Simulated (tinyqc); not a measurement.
Inside a calculation. Model: resistance of a tapered via with liner, size effect and interface.

Computed by the program tinyqc: `OMP_NUM_THREADS=1 python tinyqc.py 2750092 2750093 out.jsonl`, one thread of a shared Intel Xeon 2.30GHz, about 0.01 s for the whole run. Printed values are rounded.

A round via whose diameter grows from db at the bottom as D(z) = db + 2 z/tan(ang). The fill, of diameter D - 2 tl, starts above the bottom liner (thickness fb tl) and has rho = rho0 (1 + ks lam/(D - 2 tl)); the sidewall liner conducts in parallel with it. The bottom liner and the interface are crossed over the full area pi db^2/4. Spreading in the lines above and below is left out.

Values chosen for this exercise; fill metal close to cobalt:
- db = 17 nm (diameter at the bottom)
- hv = 30 nm (height)
- ang = 89 degrees (sidewall angle)
- rho0 = 6.23 uohm cm (bulk resistivity of the fill)
- lam = 11.9 nm (mean free path of the fill)
- ks = 1.2 (size-effect factor)
- tl = 1.4 nm (liner on the sidewall)
- fb = 1 (liner at the bottom over that on the sidewall)
- rl = 370 uohm cm (resistivity of the liner)
- ri = 1.5e-12 ohm cm^2 (interface resistivity at the bottom)
- Sb = 1e15 S/m^2 (ballistic conductance per area, about 3/(4 rho0 lam))

## Slices of the via

Slices between z0 = fb tl and hv, evaluated at their midpoints: conductance per length pi/4 [(D - 2 tl)^2/rho + (D^2 - (D - 2 tl)^2)/rl], slice resistance = slice height over that. 7 slices.

```
slice	z (nm)	D (nm)	rho (uohm cm)	slice resistance (ohm)
0	3.442857	17.12019	12.44252	3.111458
1	7.528571	17.26282	12.38125	3.036044
2	11.61429	17.40546	12.32118	2.963231
3	15.7	17.54809	12.26227	2.892905
4	19.78571	17.69072	12.20449	2.824957
5	23.87143	17.83335	12.14780	2.759284
6	27.95714	17.97599	12.09218	2.695787
```

## Total resistance

R_fill = sum of the slices; R_bottom = rl fb tl/(pi db^2/4); R_interface = ri/(pi db^2/4); ballistic (Sharvin) limit 1/(Sb pi (db - 2 tl)^2/4); ideal cylinder rho0 hv/(pi db^2/4).

parts (ohm): fill 20.28367, bottom liner 22.82139, interface 0.6608510
R = 43.76590 ohm
shares (%): fill 46.34582, bottom liner 52.14421, interface 1.50997
ballistic limit = 6.314419 ohm
ideal cylinder = 8.234203 ohm

The bottom liner is the largest part, and R is 5.32 times the ideal cylinder. With 2000 slices R = 43.767 ohm.
